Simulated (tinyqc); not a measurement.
Changing the normal-process factor f_N: Debye-Callaway model of lattice thermal conductivity. Computed by tinyqc, a small Python program. Command: `OMP_NUM_THREADS=1 python tinyqc.py 3004210 3004211 out.jsonl callaway sweep`. One thread of a shared host (Intel(R) Xeon(R) Processor @ 2.30GHz), about 0.02 s of CPU time with the checks.

Three acoustic branches with one velocity v, cut at omega_D = k_B Theta/hbar; x = hbar omega/(k_B T). v and Theta are separate inputs: Theta cuts off the heat-carrying modes, so C need not reach 3 k_B/V. gamma is an effective value that sets the umklapp rate.

Inputs (values chosen for the exercise, for a model crystal):

| quantity | value | unit |
|---|---|---|
| sound velocity v | 6270 | m/s |
| Debye temperature Theta | 593 | K |
| volume per atom V | 19.7 | angstrom^3 |
| mean atomic mass M | 135 | u |
| effective Grueneisen parameter gamma | 0.718 | - |
| umklapp exponent divisor b | 2 | - |
| mass variance Gamma | 6.8e-05 | - |
| Casimir length L | 2200 | micrometre |
| temperature T | 300 | K |

Sample: crystal. Point defects: isotopes. Normal processes: included.

Constants: k_B = 1.380649e-23 J/K; hbar = 1.054571817e-34 J s; u = 1.6605390666e-27 kg.

Method:
- Gamma is given directly by the isotope mixture. A = V Gamma/(4 pi v^3).
- Rates: point defects A omega^4; umklapp B omega^2 T exp(-Theta/(b T)) with B = hbar gamma^2/(M v^2 Theta); normal processes f_N B omega^2 T (T/Theta)^2. Boundaries: v/L.
- kappa_1 = c int tau_C g dx, g = x^4 e^x/(e^x - 1)^2, c = (k_B/(2 pi^2 v)) (k_B T/hbar)^3, over 0 < x < min(Theta/T, 40), by 96 Gauss-Legendre points in s with x = x_max s^2; 1/tau_C = 1/tau_R + 1/tau_N; kappa_2 = c [int (tau_C/tau_N) g dx]^2 / int (tau_C/(tau_N tau_R)) g dx; kappa = kappa_1 + kappa_2.
- Heat capacity C = 3 c int g dx / v^2; grey free path 3 kappa/(C v); the median free path v tau_C halves kappa_1 when the quadrature points are ordered by free path (each counted at half its weight, interpolated in the logarithm); likewise at 10 % and 90 %.

One run for each value:

| normal-process factor f_N | kappa (W/(m K)) | kappa_1 (W/(m K)) | kappa_2 (W/(m K)) |
|---|---|---|---|
| 0.03 | 4278.2 | 4262.1 | 16.1 |
| 0.09 | 4189.3 | 4142.2 | 47.2 |
| 0.3 | 3918.5 | 3773.8 | 144.7 |
| 0.9 | 3376.0 | 3020.8 | 355.2 |
| 3 | 2533.2 | 1801.5 | 731.7 |
| 9 | 1910.0 | 848.2 | 1061.9 |
| 30 | 1567.7 | 299.6 | 1268.2 |
| 90 | 1449.6 | 105.4 | 1344.2 |
| 300 | 1405.5 | 32.3 | 1373.2 |

Over the rows, kappa (W/(m K)) falls from 4280 to 1410 (exponent d ln y / d ln x -0.019 between the first rows and -0.026 between the last); kappa_1 (W/(m K)) falls from 4260 to 32.3 (exponent d ln y / d ln x -0.026 between the first rows and -0.98 between the last); kappa_2 (W/(m K)) rises from 16.1 to 1370 (exponent d ln y / d ln x 0.98 between the first rows and 0.018 between the last). Normal processes conserve momentum: kappa_1 falls as they are added to the rate, and kappa_2 restores part of it (98 % of kappa in the last row). They lower kappa only by handing momentum to modes that scatter resistively.
